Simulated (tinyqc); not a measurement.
Two-node Weyl semimetal on a cubic lattice and its slab: one step. The slab at one surface momentum.

H = d.s with dx = t sin kx, dy = t sin ky, dz = m (2 - cos kx - cos ky) + M(kz), M = tz (cos k0 - cos kz), k in 1/a. Nodes at (0, 0, +/-k0). Berry curvature of the lower band along z: Omega = d.(dd/dkx x dd/dky)/(2|d|^3), in the sense curl of i<u|grad u>.

Slab of N layers along x with hard walls: layer block t sin(ky) sy + (m (2 - cos ky) + M(kz)) sz, block to the next layer t sx/(2i) - m sz/2.

Parameters, chosen for this exercise:

| symbol | value | unit | meaning |
|---|---|---|---|
| t | 0.66 | eV | hopping in sx and sy |
| m | 0.66 | eV | mass term |
| tz | 0.48 | eV | hopping along z |
| k0 | 2.32 | 1/a | position of the nodes |
| N | 4 |  | layers of the small slab |
| ky | 0.1 | 1/a |  |
| kz | 0.48 | 1/a |  |

Task: Fill in the matrix.

Give: H.

Result:

H (eV):
```
         1+        1-        2+        2-        3+        3-        4+        4-
1+  -0.0894  -0.0659i   -0.3300  -0.3300i         0         0         0         0
1-  0.0659i    0.0894  -0.3300i    0.3300         0         0         0         0
2+  -0.3300   0.3300i   -0.0894  -0.0659i   -0.3300  -0.3300i         0         0
2-  0.3300i    0.3300   0.0659i    0.0894  -0.3300i    0.3300         0         0
3+        0         0   -0.3300   0.3300i   -0.0894  -0.0659i   -0.3300  -0.3300i
3-        0         0   0.3300i    0.3300   0.0659i    0.0894  -0.3300i    0.3300
4+        0         0         0         0   -0.3300   0.3300i   -0.0894  -0.0659i
4-        0         0         0         0   0.3300i    0.3300   0.0659i    0.0894
```

tinyqc: `OMP_NUM_THREADS=1 python tinyqc.py 1482778 1482779 out.jsonl`; about 0.1 s, one thread, shared Intel(R) Xeon(R) Processor @ 2.30GHz.
